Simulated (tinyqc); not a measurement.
Virtual-crystal alloy in the empirical-pseudopotential method: one step. The six lowest plane waves at X. Three cases, with inputs chosen for the exercise.

Problem. k = (1,0,0) with the small basis G = (0,0,0), (-2,0,0), (-1,1,1), (-1,-1,-1), (-1,1,-1), (-1,-1,1) in place of the full one.

Empirical pseudopotential on the fcc lattice, atoms at +/- tau, tau = a (1,1,1)/8, no spin-orbit coupling. H(G,G') = c (2 pi/a)^2 |k + G|^2 delta + VS(q) cos(q.tau) + i VA(q) sin(q.tau), q = G - G', c = hbar^2/2m0; k and G in units of 2 pi/a; VS at |q|^2 = 3, 8, 11 and VA at 3, 4, 11, in rydberg, zero elsewhere. At each k the basis holds all G with |k + G|^2 up to 16; energies are counted from the fourth level at Gamma.

Constants: hbar^2/2m0 = 3.80998211 eV angstrom^2; Ry = 13.60569312 eV.

Give: H in this small basis.

Case 1.

a = 5.573280 angstrom

VS at 3, 8, 11 (Ry): -0.2268256  0.0236625  0.0668021

VA at 3, 4, 11 (Ry): 0.1020802  0.0611799  0.0173527

Solution.

H in this small basis (eV), lower triangle (Hermitian):
```
                  000           -200   -1+1+1  -1-1-1  -1+1-1  -1-1+1
000             4.842
-200          -0.832i          4.842
-1+1+1  -2.182+0.982i   2.182+0.982i    9.685
-1-1-1   2.182-0.982i  -2.182-0.982i   -0.322   9.685
-1+1-1  -2.182-0.982i  -2.182+0.982i  -0.832i  0.832i   9.685
-1-1+1  -2.182-0.982i  -2.182+0.982i  -0.832i  0.832i   0.322   9.685
```

Case 2.

a = 5.758250 angstrom

VS at 3, 8, 11 (Ry): -0.2237500  0.0145000  0.0630000

VA at 3, 4, 11 (Ry): 0.0817500  0.0557500  0.0125000

Solution.

H in this small basis (eV), lower triangle (Hermitian):
```
                  000           -200   -1+1+1  -1-1-1  -1+1-1  -1-1+1
000             4.536
-200          -0.759i          4.536
-1+1+1  -2.153+0.786i   2.153+0.786i    9.073
-1-1-1   2.153-0.786i  -2.153-0.786i   -0.197   9.073
-1+1-1  -2.153-0.786i  -2.153+0.786i  -0.759i  0.759i   9.073
-1-1+1  -2.153-0.786i  -2.153+0.786i  -0.759i  0.759i   0.197   9.073
```

Case 3.

a = 5.571480 angstrom

VS at 3, 8, 11 (Ry): -0.2238800  0.0246000  0.0671600

VA at 3, 4, 11 (Ry): 0.1020000  0.0642800  0.0164800

Solution.

H in this small basis (eV), lower triangle (Hermitian):
```
                  000           -200   -1+1+1  -1-1-1  -1+1-1  -1-1+1
000             4.846
-200          -0.875i          4.846
-1+1+1  -2.154+0.981i   2.154+0.981i    9.691
-1-1-1   2.154-0.981i  -2.154-0.981i   -0.335   9.691
-1+1-1  -2.154-0.981i  -2.154+0.981i  -0.875i  0.875i   9.691
-1-1+1  -2.154-0.981i  -2.154+0.981i  -0.875i  0.875i   0.335   9.691
```

Computed by tinyqc, one run a case: `OMP_NUM_THREADS=1 python tinyqc.py N N+1 out.jsonl` with N = 1051355, 1051369, 1051455; one thread of a shared Intel(R) Xeon(R) Processor @ 2.30GHz, about 0.3 s a run at most.
